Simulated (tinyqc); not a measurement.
# Thermal resistances of a two-die stack

Inverse problem. Heat leaves through the lower die only, and the system is linear. Find the resistance R1 from the lower die to the coolant, R2 between the dies, and the rise of the upper die when both are powered.

Parameters, values chosen for the exercise:
- P1 = 38 W (power of the lower die)
- P2 = 14 W (power of the upper die)

rises of the lower and upper die with only the lower one powered (K): [30.78, 30.78]
rises of the lower and upper die with only the upper one powered (K): [11.34, 12.88]

Answer. With only the lower die powered no heat crosses R2, so both dies rise by P1 R1; the difference in the second test is P2 R2; rises add.

R1 = 0.8100 K/W
R2 = 0.1100 K/W
rise of the upper die = 43.66 K

tinyqc, about 0.03 s, one thread, Intel Xeon 2.30GHz (shared host): `OMP_NUM_THREADS=1 python tinyqc.py 2162212 2162213 out.jsonl`
